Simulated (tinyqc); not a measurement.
Worked calculation: MP2 on RHF in the sto-6g basis, for HeH+, spin multiplicity 1. Computed by tinyqc, a small Python program that keeps every step (integrals from PySCF). Settings: charge = 1, multiplicity = 1, basis = sto-6g, method = RHF, energy threshold = 1e-10, iteration cap = 76, orthogonalisation = symmetric, start = core, DIIS depth = 6. Command: `OMP_NUM_THREADS=1 python tinyqc.py 28488 28489 out.jsonl` (the two numbers bound the seeds that draw the settings). One thread of a shared host (Intel(R) Xeon(R) Processor @ 2.60GHz), about 0.09 s of CPU time with the checks. The early iterations of the SCF are left out here.

## One-electron integrals

Geometry (angstrom):
```
atom         x         y         z
He    0.000000  0.000000  0.000000
H     0.000000  0.000000  1.116000
```

Basis sto-6g: exponents (1/bohr^2) and contraction coefficients of normalised primitives:
```
element  l (shell)   exponent  coefficient
He           s (1)  65.984568     0.009164
He           s (1)  12.098198     0.049361
He           s (1)   3.384640     0.168538
He           s (1)   1.162715     0.370563
He           s (1)   0.451516     0.416492
He           s (1)   0.185959     0.130334
H            s (1)  35.523221     0.009164
H            s (1)   6.513144     0.049361
H            s (1)   1.822143     0.168538
H            s (1)   0.625955     0.370563
H            s (1)   0.243077     0.416492
H            s (1)   0.100112     0.130334
```

Overlap, kinetic and nuclear-attraction integrals over the contracted functions; the nuclear repulsion is the sum of Za Zb / Rab.

nuclear repulsion = 0.94834626 hartree

overlap S:
```
          1He 1s     2H 1s
1He 1s  1.000000  0.329341
2H 1s   0.329341  1.000000
```

kinetic energy T (hartree):
```
          1He 1s     2H 1s
1He 1s  1.427534  0.045599
2H 1s   0.045599  0.768522
```

nuclear attraction V (hartree):
```
           1He 1s      2H 1s
1He 1s  -3.851241  -0.851473
2H 1s   -0.851473  -2.169558
```

core Hamiltonian H = T + V (hartree):
```
           1He 1s      2H 1s
1He 1s  -2.423707  -0.805874
2H 1s   -0.805874  -1.401036
```

## Two-electron integrals

Functions are numbered as in S; the eight-fold symmetry (ij|kl) = (ji|kl) = (kl|ij) leaves the list below.

Two-electron integrals (ij|kl) in chemists' order, unique and non-zero (hartree):
```
(11|11) 1.056248   (21|11) 0.246808   (21|21) 0.076723   (22|11) 0.454295
(22|21) 0.195287   (22|22) 0.774999
```

## Orthogonalisation

S = U s U^T; symmetric (Loewdin) form X = U s^(-1/2) U^T, so that X^T S X = 1.

eigenvalues of S: 0.670659  1.329341

X:
```
           1He 1s      2H 1s
1He 1s   1.044210  -0.176885
2H 1s   -0.176885   1.044210
```

## Iteration 10 (converged): orbitals

converged F (hartree):
```
           1He 1s      2H 1s
1He 1s  -1.404984  -0.620429
2H 1s   -0.620429  -0.595133
```

Diagonalise F' = X^T F X, C = X C', fill 1 alpha and 1 beta electrons from the bottom; D = 2 C_occ C_occ^T. Each column has its largest component positive (the first on a tie).

F' = X^T F X (hartree):
```
           1          2
1  -1.321386  -0.326481
2  -0.326481  -0.463684
```

orbital energies (hartree): MO1 -1.431518, MO2 -0.353552

coefficients C:
```
             MO1        MO2
1He 1s  0.932892  -0.501372
2H 1s   0.166161   1.045970
```

D after iteration 10:
```
          1He 1s     2H 1s
1He 1s  1.740576  0.310020
2H 1s   0.310020  0.055219
```

## Convergence

Stop when the energy changes by less than 1e-10 hartree and every element of the error matrix X^T (F D S - S D F) X is below 3e-06.

Course of the cycle:
```
iteration  E (hartree)     change  largest element of the error matrix
1          -2.84599404          -                             2.22e-01
2          -2.87843392  -3.24e-02                             6.46e-02
3          -2.88100176  -2.57e-03                             4.61e-03
4          -2.88101341  -1.16e-05                             1.21e-03
5          -2.88101399  -5.80e-07                             6.95e-04
6          -2.88101413  -1.46e-07                             4.84e-04
7          -2.88101419  -5.75e-08                             3.70e-04
8          -2.88101427  -8.05e-08                             2.54e-05
9          -2.88101427  -3.82e-10                             4.93e-07
10         -2.88101427  -1.42e-13                             3.11e-08
```

PySCF RHF in the same basis = -2.88101427 hartree

Converged in 10 iterations.

## Integrals over molecular orbitals

(pq|rs) = sum C_ip C_jq C_kr C_ls (ij|kl), one index at a time.

one-electron integrals over orbitals h = C^T H C (hartree):
```
           1          2
1  -2.397843   0.170914
2   0.170914  -1.296831
```

Two-electron integrals over orbitals (pq|rs), unique and non-zero (hartree):
```
(11|11) 0.966325    (21|11) -0.170914   (21|21) 0.096265    (22|11) 0.519772
(22|21) 0.070262    (22|22) 0.750336
```

## Second-order Moller-Plesset energy

Hartree-Fock energy = -2.88101427 hartree

E2 = sum_ijab (ia|jb) [2 (ia|jb) - (ib|ja)] / (e_i + e_j - e_a - e_b) over occupied i, j and virtual a, b; the opposite-spin part is (ia|jb)^2 / denominator, the rest is same-spin, and SCS-MP2 scales them by 6/5 and 1/3.

Terms:
```
i  j  a  b   (ia|jb)   (ib|ja)  denominator       term
1  1  2  2  0.096265  0.096265    -2.155932  -0.004298
```

Pair energies (hartree; pair i-j sums ij and ji):
```
pair  opposite spin  same spin
1-1       -0.004298   0.000000
```

MP2 correlation energy = -0.00429831 hartree

SCS-MP2 correlation energy = -0.00515797 hartree

MP2 total energy = -2.88531258 hartree
